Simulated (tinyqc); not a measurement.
Impurity strength from the transmission.

Question. An infinite chain has hopping -t with t = 1 eV and site energy 0; E = -2 t cos(k) with E = 0.16 eV. One site has the energy u > 0, so T(E) = 1/[1 + u^2/(4 t^2 sin^2 k)]. Find sin^2 k and u.

T(E) = 0.68241758

Answer. sin^2 k = 1 - (E/2t)^2, and u = 2 t |sin k| sqrt(1/T(E) - 1).

sin^2 k = 0.994
u = 1.36 eV

tinyqc, about 0.02 s, one thread, Intel Xeon 2.30GHz (shared host): `OMP_NUM_THREADS=1 python tinyqc.py 2660107 2660108 out.jsonl`
